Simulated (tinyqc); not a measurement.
Worked calculation: deep level with several charge states, and Shockley-Read-Hall recombination. Values are carried at full precision from step to step, so a last printed digit may differ when a step is redone from the rounded ones.

Energies from Ev. The defect has charge states 0, -1, -2 with weights 1, gm exp((EF - E1)/kT), exp((2 EF - E1 - E2)/kT); the shares are the weights over their sum. Boltzmann carriers: n = Nc exp((EF - Eg)/kT), p = Nv exp(-EF/kT). Neutrality: p - n + Nd + Nt <q> = 0.

Constants: kB = 8.617333262e-05 eV/K.

Values chosen for the exercise (gap and densities of states near those of SiC at this temperature; not measured data): Eg = 3.23 eV (gap); Nc = 1.81e+19 1/cm^3 (conduction-band density of states); Nv = 3.23e+19 1/cm^3 (valence-band density of states); T = 300 K; E1 = 1.363 eV (level (0/-1) above Ev); E2 = 2.622 eV (level (-1/-2) above Ev); gm = 2 (degeneracy of the middle state, the others 1); Nt = 9e+15 1/cm^3 (defects); Nd = 2.8e+16 1/cm^3 (ionised shallow donors minus acceptors); E_try = 0.834 eV (trial Fermi level); Et = 2.622 eV (recombination level above Ev); sn = 1.3e-16 cm^2 (electron capture cross-section); sp_ = 6.6e-16 cm^2 (hole capture cross-section); vth = 13000000 cm/s (thermal velocity, both carriers); Nm = 9e+16 1/cm^3 (equilibrium electrons for the lifetime steps); dn = 1.9e+12 1/cm^3 (excess pairs).

## Charge states at a trial Fermi level

Form the exponents, the shares, the mean charge and the residual of neutrality at EF = E_try.

exponents of the second and third weights: [-20.463, -89.626]

shares: 0 1.0000, -1 0.0000, -2 0.0000

<q> = 0.0000

n, p (1/cm^3): [1.02e-21, 3.15e+05]

residual = 2.80e+16 1/cm^3

The residual is positive, so EF must rise.

## The neutral state

Solve for EF.

EF = 3.0361 eV

shares at EF: 0 0.000, -1 0.000, -2 1.000

n = 1.00e+16 1/cm^3
p = 3.20e-32 1/cm^3

Without the defects the majority density would be 2.80e+16 1/cm^3; with them the density of these carriers is 1.00e+16, so they compensate part of the doping. Most defects are in the state -2.

## Recombination through one level

One level at Et with degeneracy 1: tn = 1/(sn vth Nt), tp = 1/(sp_ vth Nt), n1 = Nc exp((Et - Eg)/kT), p1 = Nv exp(-Et/kT), ni^2 = n1 p1. Equilibrium n0 = Nm, p0 = ni^2/Nm; n = n0 + dn, p = p0 + dn. U = (n p - ni^2)/(tp (n + n1) + tn (p + p1)), lifetime dn/U; emission rates en = sn vth n1, ep = sp_ vth p1.

Evaluate each quantity.

tn, tp (microsecond): [0.06575, 0.01295]

n1, p1 (1/cm^3): [1.11e+09, 2.89e-25]

U = 1.47e+20 1/(cm^3 s)
lifetime = 0.0130 microsecond

The lifetime is 1.000 times the minority capture time tp and 0.165 times tn + tp, the limit of high injection.

## Emission and generation in a depleted region

With n = p = 0 the level generates pairs at G = Nt en ep/(en + ep); generation lifetime tg = ni/G; current density e G W for a width W = 1 micrometre, e = 1.602176634e-19 C.

en, ep (1/s): [1.87, 2.48e-33]

G = 2.23e-17 1/(cm^3 s)
tg = 8.01e+14 microsecond
current density = 3.58e-40 A/cm^2

The slower step, hole emission, limits the rate: en/ep = 7.53e+32.

## Checks

- U against hole capture minus emission at the steady occupation of the level (1/(cm^3 s)): both 1.467e+20.

Computed by tinyqc, a small Python program: `OMP_NUM_THREADS=1 python tinyqc.py 1680634 1680635 out.jsonl` (the numbers bound the seed that draws the inputs); one thread of a shared host (Intel(R) Xeon(R) Processor @ 2.30GHz), about 0.01 s for the whole set of steps.
